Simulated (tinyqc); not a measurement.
A ladder of methods, and size consistency: correlation methods against full CI in the sto-6g basis, for BeH2, spin multiplicity 1. Computed by the program tinyqc with PySCF. All electrons correlated; +Q is the Davidson correction (1 - c0^2) E_corr. The last columns treat two copies 100 angstrom apart as one system. FCI is the lowest singlet.

Geometry (angstrom):
```
atom       x        y       z
Be    0.0000   0.0000  0.0000
H     0.0000   1.3220  0.0260
H     0.0000  -1.3220  0.0260
```

RHF energy of one = -15.724790 hartree

Correlation energies (hartree):
```
method   E_corr of one  share of FCI (%)  E_corr of two at 100 angstrom  two minus twice one (mhartree)
MP2          -0.023191           66.5680                      -0.046381                          0.0000
CISD         -0.034100           97.8814                      -0.066548                          1.6513
CISD+Q       -0.034969          100.3761                      -0.069688                          0.2497
CCSD         -0.034458           98.9093                      -0.068915                          0.0000
CCSD(T)      -0.034660           99.4901                      -0.069320                          0.0000
FCI          -0.034838          100.0000                              -                               -
```

What does the comparison show, and why?

MP2 recovers 67 %, CISD 97.9 % and CCSD 98.9 % of the FCI value (c0^2 = 0.975 in CISD). MP2 and coupled cluster are size consistent, so their last column vanishes; CISD loses 1.65 mhartree, since a double excitation on each copy is a quadruple of the pair, and the Davidson correction leaves +0.25.
